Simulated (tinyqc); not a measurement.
# Fermi velocity from one capacitance

Problem. At zero temperature and without traps graphene has Cq = 2 q^3 phi/(pi hbar^2 vF^2), charge Cq phi/2, 1/C_G = 1/Cox + 1/Cq and Vg = phi + Cq phi/(2 Cox). Find Cq, phi, vF and n.

Constants: q = 1.602176634e-19 C, hbar = 1.054571817e-34 J s. Results are converted to the units shown.

Vg = 2.7815549 V
C_G = 0.23553170 uF/cm^2
Cox = 0.24665237 uF/cm^2

Answer. The series relation gives Cq, the voltage relation phi = Vg/(1 + Cq/(2 Cox)), and the formula for Cq then vF.

Cq = 5.22 uF/cm^2
phi = 0.240 V
vF = 1.04e6 m/s
n = 3.91e12 cm^-2

Computed by the program tinyqc: `OMP_NUM_THREADS=1 python tinyqc.py 2200009 2200010 out.jsonl`, one thread of a shared Intel Xeon 2.30GHz, about 0.01 s for the whole run.
